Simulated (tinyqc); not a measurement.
Gap against thickness: thin (001) film in sp3s* tight binding with raised dangling bonds.

Planes alternate anion (a), cation (c) along [001], a/4 apart, starting with an anion; zero in-plane momentum; levels counted from the bulk Ev, the lower root of [[Epa, Vxx], [Vxx, Epc]]; no spin-orbit coupling. Block of s, pz, s*: from an anion to the cation above, Vss/2 (s,s), Vsapc/2 (s,z), -Vscpa/2 (z,s), Vxx/2 (z,z), Vxapc/2 (s*,z), -Vpaxc/2 (z,s*); to the cation below the same with the s-z and s*-z signs reversed. Block of u = (px + py)/sqrt2 and v = (px - py)/sqrt2: to the cation above (Vxx + Vxy)/2 for u and (Vxx - Vxy)/2 for v, to the cation below the reverse. Each surface atom has two dangling sp3 hybrids; raising both by dl adds (dl/2) [[1, t], [t, 1]] to its s, pz levels (t = -1 at the bottom face, +1 at the top) and dl to the one of u, v in whose plane the missing bonds lie (v for a bottom anion or a top cation, u for a top anion).

Parameters, chosen for this exercise (near a published set for InAs, fitted to gaps, whose masses and valley positions are rough; not measured data):

| symbol | value | unit | meaning |
|---|---|---|---|
| p | (-9.482, 0.904, -2.734, 3.683, 7.434, 6.719, -5.638, 1.839, 4.49, 3.024, 5.465, 3.402, 3.917) | eV | order Esa, Epa, Esc, Epc, Exa, Exc, Vss, Vxx, Vxy, Vsapc, Vscpa, Vxapc, Vpaxc |
| a | 6.062 | angstrom | lattice constant |
| dp | 30 | eV | value of dl for the passivated films |
| Ns | (10, 11, 12, 18, 25, 30, 52, 66) |  | numbers of planes |

edges (eV): Gamma 0.47387, Delta 2.24797

Passivated films (finite dp, so levels can still be some meV from their limit), thickness N a/4. Highest level below mid-gap (either block) and the two lowest above it. The exponents are -d ln(shift)/d ln N between the sixth and the last film, for the valence level and for the lowest conduction level.

Levels (eV):

| N | thickness (angstrom) | Ev1 | Ec1 | Ec2 | gap |
|---|---|---|---|---|---|
| 10 | 15.15 | -0.1928 | 0.8177 | 1.8240 | 1.0105 |
| 11 | 16.67 | -0.1947 | 0.7384 | 1.7198 | 0.9331 |
| 12 | 18.19 | -0.1468 | 0.7583 | 1.6361 | 0.9051 |
| 18 | 27.28 | -0.0769 | 0.6579 | 1.2636 | 0.7348 |
| 25 | 37.89 | -0.0474 | 0.5818 | 1.0085 | 0.6292 |
| 52 | 78.81 | -0.0117 | 0.5268 | 0.6996 | 0.5385 |
| 66 | 100.02 | -0.0074 | 0.5128 | 0.6373 | 0.5202 |

Give the missing row, N = 30, thickness (angstrom) = 45.47.

Computed row:
```
N   thickness (angstrom)      Ev1     Ec1     Ec2     gap
30                 45.47  -0.0319  0.5772  0.9231  0.6091
```

exponents: valence 1.85, conduction 1.24

The gap is 1.010 eV at 15.2 angstrom and 0.520 eV at 100.0, against 0.474 eV in the bulk along this line. At 18 planes the conduction side gives 184 meV of the widening and the valence side 77 meV. A hard-walled parabolic band has exponent 2; departures come from the offset between N a/4 and the effective width, from non-parabolicity and from the termination (odd and even N end differently: in the direction of the bond rows at the two faces and, in a compound, in the kind of atom), which also makes single steps in N uneven. Ec1 is the Gamma subband.

(tinyqc, `OMP_NUM_THREADS=1 python tinyqc.py 1452079 1452080 out.jsonl`, Intel(R) Xeon(R) Processor @ 2.30GHz, 1 thread, shared host, about 0.4 s.)
